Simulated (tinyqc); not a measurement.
Hall factor, magnetoresistance and optical conductivity for a power-law relaxation time: one step, computed by the program tinyqc.

One spherical parabolic band, tau(E) = tau_0 x^s with x = E/(k_B T). Landau quantisation is left out.

Task: Density and moments of tau. <y> = int y x^(3/2) f (1 - f) dx / int x^(3/2) f (1 - f) dx, f = 1/(1 + exp(x - eta)). Integrals over x = E/(k_B T) use 160 Gauss-Legendre points in u = sqrt(x) from 0 to sqrt(max(eta, 0) + 45). n = (2 m k_B T)^(3/2)/(3 pi^2 hbar^3) int x^(3/2) f (1 - f) dx; moments in units of tau_0.

Inputs (values chosen for the exercise, with a mass close to that of electrons in InSb):
```
quantity                 value  unit
effective mass m         0.014   m_0
exponent s                -0.5     -
reduced Fermi level eta    6.3     -
temperature T              350     K
```

Constants: m_0 = 9.1093837015e-31 kg; k_B = 1.380649e-23 J/K; hbar = 1.054571817e-34 J s.

Give: density n; <tau>/tau_0; <tau^2>/tau_0^2; <tau^3>/tau_0^3; <1/tau> tau_0.

Result:

density n = 6.430e+17 1/cm^3

<tau>/tau_0 = 0.3862

<tau^2>/tau_0^2 = 0.1520

<tau^3>/tau_0^3 = 0.06117

<1/tau> tau_0 = 2.634
